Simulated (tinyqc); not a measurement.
Arrhenius fit: deep-level transient spectroscopy (DLTS) of one majority-carrier trap. Computed by tinyqc, a small Python program. Command: `OMP_NUM_THREADS=1 python tinyqc.py 3004019 3004020 out.jsonl dlts walk`. One thread of a shared host (Intel(R) Xeon(R) Processor @ 2.30GHz), about 0.06 s of CPU time with the checks.

A filling pulse loads the traps in a one-sided junction; under reverse bias they empty at the rate e, and the capacitance relaxes as C(t) = C_0 - dC exp(-e t). The signal is S = [C(t_2) - C(t_1)]/dC.

Inputs (values chosen for the exercise, for a model semiconductor):

| quantity | value | unit |
|---|---|---|
| density-of-states mass m | 0.422 | m_0 |
| valleys M | 1 | - |
| trap depth E_t | 0.156 | eV |
| cross-section sigma_0 | 3.9e-17 | cm^2 |
| degeneracy ratio g | 0.5 | - |
| gate time t_1 | 0.0001 | s |
| ratio t_2/t_1 | 2 | - |
| capture barrier E_b | 0.18 | eV |

Carriers: holes. Extra term: capture barrier.

Constants: k_B = 8.617333262e-05 eV/K; k_B = 1.380649e-23 J/K; m_0 = 9.1093837015e-31 kg; h = 6.62607015e-34 J s.

Method:
- e = g sigma v N_b exp(-E/k_B T), v = sqrt(3 k_B T/m), N_b = 2 M (2 pi m k_B T/h^2)^(3/2), sigma = sigma_0 exp(-E_b/k_B T), E = E_t.
- S(e) = exp(-e t_1) - exp(-e t_2) peaks at the rate window e_0 = ln(t_2/t_1)/(t_2 - t_1).
- t_1 is scaled by 0.1, 0.3, 1, 3, 10 and 30 at fixed t_2/t_1; each T_p by bisection.
- Least squares of ln(e_0/T_p^2) on 1/(k_B T_p): slope -E_a, intercept ln(gamma sigma_a) with gamma = v N_b/T^2 = sqrt(3 k_B/m) 2 M (2 pi m k_B/h^2)^(3/2). For comparison, the slope of ln e_0 alone.

Arrhenius data:

| t_1 (s) | e_0 (1/s) | T_p (K) | 1/(k_B T_p) (1/eV) | ln(e_0/T_p^2) |
|---|---|---|---|---|
| 0.00001 | 69314.7 | 360.253 | 32.2121 | -0.62720 |
| 0.00003 | 23104.9 | 331.657 | 34.9895 | -1.56040 |
| 0.00010 | 6931.5 | 304.817 | 38.0704 | -2.59560 |
| 0.00030 | 2310.5 | 283.648 | 40.9117 | -3.55025 |
| 0.00100 | 693.1 | 263.413 | 44.0544 | -4.60621 |
| 0.00300 | 231.0 | 247.190 | 46.9457 | -5.57769 |

apparent depth E_a = 0.336 eV

intercept = 10.196

gamma = 1.3742e+21 cm^-2 s^-1 K^-2

apparent cross-section = 1.9500e-17 cm^2

slope without T^2 = 0.38702 eV

The apparent depth is 0.3360 eV against E_t = 0.156 eV, and the apparent cross-section is 0.500 times sigma_0 (the degeneracy ratio): the capture barrier adds to the slope, so the true depth needs a separate measurement of capture. Leaving out the T^2 factor overstates the slope by 51 meV, about 2 k_B T_p.

Extremes, crossings and ranges named in words are read from the listed rows.
